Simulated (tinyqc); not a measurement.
# Mass and degeneracy from charge and saturation current

Problem. At high drain voltage only states moving towards the drain are filled: I = gv (2 q^2/h) Vt ln(1 + exp eta) and n = (N0/2) F_(-1/2)(eta), N0 = gv sqrt(2 m kB T/pi)/hbar, F_(-1/2)(x) = (1/sqrt(pi)) int_0^infinity u^(-1/2)/(1 + exp(u - x)) du. Find eta and m.

Parameters, values chosen for the exercise:
- T = 350 K (temperature)
- gv = 1 (valley degeneracy)

Constants: q = 1.602176634e-19 C, kB = 1.380649e-23 J/K, hbar = 1.054571817e-34 J s, h = 6.62607015e-34 J s, m0 = 9.1093837015e-31 kg, Vt = kB T/q. Results are converted to the units shown.

n = 1.1404829e6 cm^-1
I = 12.769262 uA

Answer. In one dimension the current holds no mass, so it gives eta directly; n then gives m.

eta = 5.46
m = 0.0307 m0

Program tinyqc, `OMP_NUM_THREADS=1 python tinyqc.py 2400087 2400088 out.jsonl`; Intel Xeon 2.30GHz, shared host, one thread, about 0.03 s.
